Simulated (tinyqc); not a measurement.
# Random telegraph noise from one oxide trap in a small MOSFET: what changes with what

An acceptor-like trap exchanges electrons with the channel. Inversion charge Q = Cox u, u = n Vt W0(exp((Vg - VT)/(n Vt))), W0 the Lambert function, n = nf, Cox = eps0 eox/tox; linear regime Id = (W/L) mu Q Vd. Relative to threshold the surface potential rises by Vt ln(u/u0) and the oxide voltage by the rest of Vg - VT, with u0 = n Vt W0(1).

Values chosen for this exercise; values of the order met in silicon transistors: temperature T = 300 K; relative permittivity of the gate insulator (close to silicon dioxide) eox = 3.9; insulator thickness tox = 4.9 nm; depth of the trap from the channel interface xt = 2 nm; trap level above the channel Fermi level at threshold E0 = 0.22 eV; capture prefactor s0 = 7e-16 cm^2; capture barrier (lattice relaxation) EB = 0.36 eV; tunnelling decay length lt = 0.12 nm; thermal velocity vth = 1.2e7 cm/s; thickness of the inversion layer zi = 1.6 nm; threshold voltage VT = 0.38 V; body factor nf = 1.09; gate width W = 41 nm; gate length L = 170 nm; mobility mu = 130 cm^2/(V s); scattering coefficient of the charged trap asc = 1.5e-16 V s; drain voltage Vd = 0.05 V; gate voltage Vg = 0.82 V.

Constants: q = 1.602176634e-19 C, kB = 1.380649e-23 J/K, Vt = kB T/q, eps0 = 8.8541878128e-14 F/cm where lengths are in cm. Results are converted to the units shown.

Each table varies one quantity; the others keep the values above.

## Time constants and noise against gate voltage

N = Cox u/q; dpsi = Vt ln(u/u0); E = E0 - dpsi - (xt/tox)(Vg - VT - dpsi); capture time tc = 1/[(N/zi) vth s0 exp(-xt/lt - EB/Vt)]; emission time te = tc exp(-E/Vt); occupancy te/(tc + te). A = W L; threshold step dV = q (1 - xt/tox)/(Cox A); gm/Id = 1/(u + n Vt); relative step dI/I = (gm/Id) dV + asc mu/A. fc = (1/tc + 1/te)/(2 pi); rms = (dI/I) sqrt(tc te)/(tc + te).

Results:

| Vg (V) | E (eV) | tc (s) | te (s) | occupancy | dI/I (%) | fc (Hz) | rms dI/I (%) |
|---|---|---|---|---|---|---|---|
| 0.56 | 0.1138 | 616.5 | 7.553 | 0.01210 | 1.206 | 0.02133 | 0.1319 |
| 0.62 | 0.08443 | 448.1 | 17.10 | 0.03676 | 0.9263 | 0.009663 | 0.1743 |
| 0.74 | 0.02851 | 284.6 | 94.48 | 0.2492 | 0.6273 | 0.002244 | 0.2713 |
| 0.8 | 0.001388 | 239.7 | 227.1 | 0.4866 | 0.5397 | 0.001365 | 0.2697 |
| 0.86 | -0.02537 | 206.6 | 551.3 | 0.7274 | 0.4737 | 0.001059 | 0.2110 |
| 0.92 | -0.05185 | 181.4 | 1348 | 0.8814 | 0.4224 | 9.955e-4 | 0.1366 |
| 0.98 | -0.07812 | 161.5 | 3316 | 0.9535 | 0.3815 | 0.001033 | 0.08028 |
| 1.04 | -0.1042 | 145.5 | 8193 | 0.9826 | 0.3480 | 0.001113 | 0.04557 |

Estimate the missing row, Vg = 0.68 V.

Computed row:

| Vg (V) | E (eV) | tc (s) | te (s) | occupancy | dI/I (%) | fc (Hz) | rms dI/I (%) |
|---|---|---|---|---|---|---|---|
| 0.68 | 0.05612 | 349.0 | 39.82 | 0.1024 | 0.7487 | 0.004453 | 0.2270 |

With this row back in the table: tc falls from 616 to 145 s as the channel fills and te rises from 7.55 to 8190 s; they are equal at Vg = 0.803 V, where E = 0. The rms noise goes from 0.132 through a maximum of 0.271 (at Vg = 0.74 V among the rows listed) to 0.0456 %. The slope -Vt d ln(tc/te)/dVg is 0.490 between the first two rows and 0.435 between the last two; it tends to xt/tox = 0.408 only when the surface potential stops moving.

## Effect of the gate length

Same model as above.

The same in every row: E (eV) = -0.007568; tc (s) = 227.6; te (s) = 305.0; occupancy = 0.5727; fc (Hz) = 0.001221.

Effect of the gate length:

| L (nm) | dI/I (%) | rms dI/I (%) |
|---|---|---|
| 15 | 5.845 | 2.891 |
| 25 | 3.507 | 1.735 |
| 41 | 2.138 | 1.058 |
| 67 | 1.309 | 0.6473 |
| 110 | 0.7970 | 0.3943 |
| 180 | 0.4871 | 0.2409 |
| 300 | 0.2922 | 0.1446 |
| 500 | 0.1753 | 0.08674 |

What does the comparison show?

As L goes from 15 to 500, tc stays at 228 s, te stays at 305 s and dI/I falls from 5.84 to 0.175 %. The step goes as 1/(W L), while the times do not depend on the size.

Range of the model: VT is taken as given; short-channel effects and the uneven flow of current among few electrons are left out.

tinyqc, about 0.01 s, one thread, Intel Xeon 2.30GHz (shared host): `OMP_NUM_THREADS=1 python tinyqc.py 2710121 2710122 out.jsonl`
